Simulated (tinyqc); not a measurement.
# Ideality, saturation current and resistance from three points

Question. Well above the saturation current a diode obeys V = n Vt ln(I/I0) + I Rs. Find n, Rs and I0.

Inputs (values chosen for the exercise):

| symbol | value | unit | meaning |
|---|---|---|---|
| T | 300 | K | temperature |

Constants: q = 1.602176634e-19 C, kB = 1.380649e-23 J/K, Vt = kB T/q. Results are converted to the units shown.

currents (A): [3e-6, 0.0006, 0.006]
voltages (V): [0.30907234, 0.47212884, 0.54350529]

Solution. V is linear in the three unknowns n Vt, Rs and -n Vt ln I0, so three points give a linear system.

n = 1.19
Rs = 0.100 ohm
I0 = 1.30e-10 A

Numbers from tinyqc (`OMP_NUM_THREADS=1 python tinyqc.py 2260046 2260047 out.jsonl`; about 0.01 s on one thread of a shared Intel Xeon 2.30GHz).
